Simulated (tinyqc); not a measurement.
One electron in a tunnel-coupled double dot: charge qubit, sensing and quantum capacitance: one step of the calculation.

Basis (left, right), H = [[ep/2, tc], [tc, -ep/2]], splitting Om = sqrt(ep^2 + 4 tc^2), ep = al times the gate voltage. In equilibrium the electron is on the right with the chance P_R = [1 + (ep/Om) tanh(Om/2 kB T)]/2.

Problem. Capacitance seen by a resonator. q^2 al^2 dP_R/d(ep) splits into Cq = q^2 al^2 (2 tc^2/Om^3) tanh(Om/2 kB T) and Ct = q^2 al^2 (ep/Om)^2/(4 kB T cosh^2(Om/2 kB T)); Ct appears only if relaxation is faster than the drive. A resonator of frequency f0, capacitance Cp and quality factor Q shifts by df = -f0 Cq/(2 Cp) and its phase by -2 Q Cq/Cp.

Inputs (values chosen for the exercise):

| symbol | value | unit | meaning |
|---|---|---|---|
| tc | 33 | ueV | tunnel coupling |
| T | 0.063 | K | electron temperature |
| al | 0.06 | eV/V | lever arm of the gate on the detuning |
| Cp | 0.26 | pF | parasitic capacitance of the resonator |
| f0 | 356 | MHz | resonator frequency |
| Q | 76 |  | loaded quality factor |
| ep | 61.8 | ueV | detuning |

Constants: q = 1.602176634e-19 C, kB = 1.380649e-23 J/K, Vt = kB T/q. Results are converted to the units shown.

Give: Cq; Ct; df; phase shift.

Solution.

Cq = 1.6995 aF
Ct = 2.9022e-6 aF
df = -1.1635 kHz
phase shift = -56.926 millidegree

Numbers from tinyqc (`OMP_NUM_THREADS=1 python tinyqc.py 2470101 2470102 out.jsonl`; about 0.01 s on one thread of a shared Intel Xeon 2.30GHz).
